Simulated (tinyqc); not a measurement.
Valley-orbit splitting of a donor ground state, with strain: one step, computed by the program tinyqc.

The basis is the 1s envelope in each valley; energies are counted from the unstrained conduction-band edge. The strain is e_s (a a^T - 1/3) for the unit stress axis a, so valley j along n_j moves by Xi_u e_s w_j with w_j = (n_j.a)^2 - 1/3: -1/3 for x and y, +2/3 for z.

Question. Populations and ionisation. H_jj = -(E_0 + Lambda) + Xi_u e_s w_j; H_jk = -Delta_2 between opposite valleys and -Delta_1 between perpendicular ones. z = sum over levels of exp(-(E - E_ground)/k_B T), the ground-state share being 1/z; N_c = 2 (2 pi m_e k_B T/h^2)^(3/2) sum_j exp(-(shift_j - lowest shift)/k_B T); n1 = N_c/(2 z) exp(-binding/k_B T), binding = lowest shift - E_ground; without compensation n = 2 N_D/(1 + sqrt(1 + 4 N_D/n1)) (Boltzmann statistics; p and higher states left out).

Inputs (values chosen for the exercise, modelled on donors in silicon):
```
quantity                                     value   unit
single-valley binding energy E_0              30.4    meV
central-cell shift Lambda                     2.08    meV
coupling Delta_1                              4.16    meV
coupling Delta_2                               3.1    meV
shear deformation potential Xi_u              8.51     eV
shear strain e_s                          -0.00054      -
temperature T                                   20      K
donor density N_D                          8.2e+15  cm^-3
density-of-states mass of one valley m_e     0.323    m_0
```

Valleys: six along <100>. Stress axis: [001].

Constants: k_B = 8.617333262e-05 eV/K; m_0 = 9.1093837015e-31 kg; k_B = 1.380649e-23 J/K; h = 6.62607015e-34 J s.

Give: partition sum z; share of neutral donors in the ground state; N_c; n1; free electrons n.

Answer.

partition sum z = 1.000

share of neutral donors in the ground state = 1.0000

N_c = 1.806e+17 cm^-3

n1 = 33025 cm^-3

free electrons n = 1.646e+10 cm^-3
